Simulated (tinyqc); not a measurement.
Changing the temperature T: Deal-Grove kinetics of thermal oxidation of silicon. Computed by tinyqc, a small Python program. Command: `OMP_NUM_THREADS=1 python tinyqc.py 3003404 3003405 out.jsonl oxide sweep`. One thread of a shared host (Intel(R) Xeon(R) Processor @ 2.30GHz), about 0.1 s of CPU time with the checks.

Oxidant diffuses through the oxide and reacts at the interface, so that dx/dt = B/(A + 2x) for the oxide thickness x.

Inputs (values chosen for the exercise, close to those used for silicon):

| quantity | value | unit |
|---|---|---|
| prefactor B0 | 829 | um^2/h |
| activation energy E_B | 1.22 | eV |
| prefactor (B/A)0 | 3.64e+06 | um/h |
| activation energy E_A | 1.99 | eV |
| oxidant pressure p | 10 | atm |
| pressure exponent m of B/A | 0.74 | - |
| initial oxide x_i | 0.025 | um |
| time t | 0.26 | h |

Ambient: dry oxygen. Surface: (100).

Constants: k_B = 8.617333262e-05 eV/K.

Method:
- B = B0 p exp(-E_B/(k_B T)), B/A = (B/A)0 p^m exp(-E_A/(k_B T)), p in atm; A = B/(B/A).
- Temperatures in kelvin are T(C) + 273.15.
- tau = (x_i^2 + A x_i)/B and x = (A/2) [sqrt(1 + 4 B (t + tau)/A^2) - 1], the root of x^2 + A x = B (t + tau).
- Silicon consumed is 0.44 times the oxide grown; the rate is B/(A + 2x).

One run for each value:

| temperature T (C) | oxide thickness x (um) | length A (um) | linear constant B/A (um/h) | parabolic constant B (um^2/h) |
|---|---|---|---|---|
| 800 | 0.02728 | 1.7122 | 9.0275e-03 | 0.01546 |
| 850 | 0.03084 | 1.1819 | 2.3529e-02 | 0.02781 |
| 900 | 0.03866 | 0.8420 | 5.6518e-02 | 0.04759 |
| 950 | 0.05412 | 0.6167 | 1.2637e-01 | 0.07794 |
| 1000 | 0.08111 | 0.4629 | 2.6526e-01 | 0.12279 |
| 1050 | 0.12183 | 0.3551 | 5.2643e-01 | 0.18692 |
| 1100 | 0.17516 | 0.2777 | 9.9390e-01 | 0.27598 |
| 1200 | 0.30764 | 0.1785 | 3.1127e+00 | 0.55568 |

Give the missing row, temperature T (C) = 1150.

Computed row:
```
temperature T (C)  oxide thickness x (um)  length A (um)  linear constant B/A (um/h)  parabolic constant B (um^2/h)
1150                              0.23800         0.2209                  1.7945e+00                        0.39645
```

Interpolating between the two neighbouring rows (linearly) misses most in linear constant B/A (um/h), by 14 %. Over the rows, oxide thickness x (um) rises from 0.0273 to 0.308; length A (um) falls from 1.71 to 0.179. A falls with T because E_A exceeds E_B, so hot oxidation turns parabolic sooner. The apparent activation energy of x, -d ln x / d(1/(k_B T)), is 0.26 eV between the first rows and 0.93 eV between the last; a film much thicker than x_i would show E_A = 1.99 eV in the linear limit and E_B/2 = 0.61 eV in the parabolic one.
